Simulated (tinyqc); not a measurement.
# Tunnel rates from the two plateau currents

Inverse problem. With only the 0-1 transition of a spin-degenerate level in the bias window, I = 2 q G_in G_out/(2 G_in + G_out). Find GL and GR.

Constants: q = 1.602176634e-19 C. Results are converted to the units shown.

sizes of the plateau currents for electrons entering from the left and from the right (pA): [10.431193, 7.1571686]

Solution. q/I(left) = 1/GR + 1/(2 GL) and q/I(right) = 1/GL + 1/(2 GR) are linear in 1/GL and 1/GR.

GL = 0.05100 1/ns
GR = 0.1800 1/ns

Numbers from tinyqc (`OMP_NUM_THREADS=1 python tinyqc.py 2780117 2780118 out.jsonl`; about 0.01 s on one thread of a shared Intel Xeon 2.30GHz).
